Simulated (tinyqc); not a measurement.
# Internal photoemission over an interface barrier: threshold and yield against field

Electrons are excited from a metal over the barrier Phi(F) = P0 - sqrt(q F/(4 pi eps0 ei)), whose top lies at xm = sqrt(q/(16 pi eps0 ei F)). The yield is Y = A (hv - Phi)^p exp(-xm/l), with A = 1 here.

The yield is taken at hv = 3.15 eV.

Inputs (values chosen for the exercise); dielectric values close to those of silicon dioxide: barrier at zero field P0 = 2.85 eV; image-force permittivity ei = 2.26; exponent of the yield p = 2; scattering length in the image well l = 4.9 nm.

Constants: q = 1.602176634e-19 C, eps0 = 8.8541878128e-14 F/cm where lengths are in cm. Results are converted to the units shown.

Results:
```
F (MV/cm)  sqrt(F) ((MV/cm)^0.5)  Phi (eV)  xm (nm)        Y
0.1                       0.3162     2.770    3.991  0.06389
0.19                      0.4359     2.740    2.895  0.09311
0.35                      0.5916     2.701    2.133   0.1306
0.64                      0.8000     2.648    1.578   0.1826
2.1                        1.449     2.484   0.8709   0.3711
3.9                        1.975     2.352   0.6391   0.5596
7.2                        2.683     2.173   0.4704   0.8677
```

Estimate the missing row, F = 1.2 MV/cm.

Computed row:
```
F (MV/cm)  sqrt(F) ((MV/cm)^0.5)  Phi (eV)  xm (nm)       Y
1.2                        1.095     2.573    1.152  0.2627
```

With this row back in the table: Phi is linear in sqrt(F) with slope -0.252 eV and intercept P0 = 2.85 eV. The yield grows by a factor of 13.6, of which 2.05 comes from less scattering, as xm shrinks from 3.99 to 0.470 nm, and the rest from the lower barrier.

Numbers from tinyqc (`OMP_NUM_THREADS=1 python tinyqc.py 2410011 2410012 out.jsonl`; about 0.01 s on one thread of a shared Intel Xeon 2.30GHz).
